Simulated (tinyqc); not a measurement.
Changing the temperature T: single-band model of a thermoelectric material. Computed by tinyqc, a small Python program. Command: `OMP_NUM_THREADS=1 python tinyqc.py 3017691 3017692 out.jsonl thermo sweep`. One thread of a shared host (Intel(R) Xeon(R) Processor @ 2.30GHz), about 0.02 s of CPU time with the checks.

One spherical band, one scattering law, no minority carriers and no phonon drag. In a real material minority carriers limit |S| to about E_g/(2 e T), so larger values are formal. eta = E_F/(k_B T) is counted from the band edge; f = 1/(1 + exp(x - eta)).

Inputs (values chosen for the exercise, modelled on n-type silicon):
```
quantity                                value        unit
density-of-states mass m                  1.2         m_0
mobility parameter mu_300                2000  cm^2/(V s)
temperature exponent p                    1.5           -
lattice thermal conductivity kappa_L       62     W/(m K)
carrier density n                     7.5e+19      1/cm^3
```

Band: parabolic. Scattering: acoustic phonons, r = -0.5.

Constants: m_0 = 9.1093837015e-31 kg; k_B = 1.380649e-23 J/K; hbar = 1.054571817e-34 J s; k_B = 8.617333262e-05 eV/K; e = 1.602176634e-19 C.

Method:
- With x = E/(k_B T), a = alpha k_B T (0 for a parabolic band), G = x (1 + a x), D = 1 + 2 a x and <y> = int y f (1 - f) dx, f = 1/(1 + exp(x - eta)): tau = tau_0 G^r/D; transport function s = G^(3/2 + r)/D^2; n = N_0 <G^(3/2)> with N_0 = (2 m k_B T)^(3/2)/(3 pi^2 hbar^3).
- Integrals over x = E/(k_B T) use 160 Gauss-Legendre points in u = sqrt(x) from 0 to sqrt(max(eta, 0) + 32).
- Solve for eta.
- sigma = e mu_0 N_0 <s> with mu_0 = e tau_0/m = mu_300 (T/300 K)^(-p); |S| = (k_B/e)(<x s>/<s> - eta); Lorenz number L = (k_B/e)^2 (<x^2 s>/<s> - (<x s>/<s>)^2); kappa_e = L sigma T; zT = S^2 sigma T/(kappa_L + kappa_e).
- Hall factor r_H = <G^(3/2)> <G^(3/2 + 2r)/D^4>/<s>^2; drift mobility sigma/(n e) with n = N_0 <G^(3/2)>; power factor S^2 sigma.

One run for each value; columns: (1) temperature T (K); (2) Seebeck coefficient |S| (microvolt/K); (3) conductivity sigma (S/cm); (4) zT; (5) reduced Fermi level eta; (6) kappa_e (W/(m K)):
```
(1)     (2)    (3)      (4)     (5)     (6)
160   73.15  29494  0.03520  3.6845  9.7341
187   84.59  24779  0.04654  3.0709  9.2394
213   95.04  21351  0.05801  2.6146  8.8111
240  105.29  18572  0.07018  2.2339  8.4133
267  114.97  16355  0.08239  1.9200  8.0580
293  123.77  14610  0.09402  1.6640  7.7509
320  132.42  13105  0.10586  1.4344  7.4634
347  140.60  11841  0.11737  1.2336  7.2037
373  148.08  10805  0.12811  1.0618  6.9761
400  155.46   9878  0.13887  0.9016  6.7601
```

What does the table show, and why?

Over the rows, Seebeck coefficient |S| (microvolt/K) rises from 73.1 to 155 (exponent d ln y / d ln x 0.93 between the first rows and 0.70 between the last); conductivity sigma (S/cm) falls from 29500 to 9880 (exponent d ln y / d ln x -1.1 between the first rows and -1.3 between the last); zT rises from 0.0352 to 0.139 (exponent d ln y / d ln x 1.8 between the first rows and 1.2 between the last). kappa_L is held fixed and minority carriers are absent, so the loss of S and zT to minority carriers at high T is missing.
